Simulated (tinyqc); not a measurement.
Internal photoemission over an interface barrier: one step of the calculation.

Electrons are excited from a metal over the barrier Phi(F) = P0 - sqrt(q F/(4 pi eps0 ei)), whose top lies at xm = sqrt(q/(16 pi eps0 ei F)). The yield is Y = A (hv - Phi)^p exp(-xm/l), with A = 1 here.

Task. Barrier in the field. Lowering P0 - Phi, barrier, position of its top, scattering factor and threshold wavelength.

Inputs (values chosen for the exercise); dielectric values close to those of hafnium oxide: barrier at zero field P0 = 1.53 eV; image-force permittivity ei = 3.95; scattering length in the image well l = 1.7 nm; field in the dielectric F = 0.7 MV/cm.

Constants: q = 1.602176634e-19 C, h = 6.62607015e-34 J s, c = 299792458 m/s, eps0 = 8.8541878128e-14 F/cm where lengths are in cm. Results are converted to the units shown.

Find: lowering; Phi; xm; exp(-xm/l); threshold wavelength h c/(q Phi).

Result.

lowering = 159.7 meV
Phi = 1.370 eV
xm = 1.141 nm
exp(-xm/l) = 0.5111
threshold wavelength h c/(q Phi) = 904.8 nm

Computed by the program tinyqc: `OMP_NUM_THREADS=1 python tinyqc.py 2410083 2410084 out.jsonl`, one thread of a shared Intel Xeon 2.30GHz, about 0.01 s for the whole run.
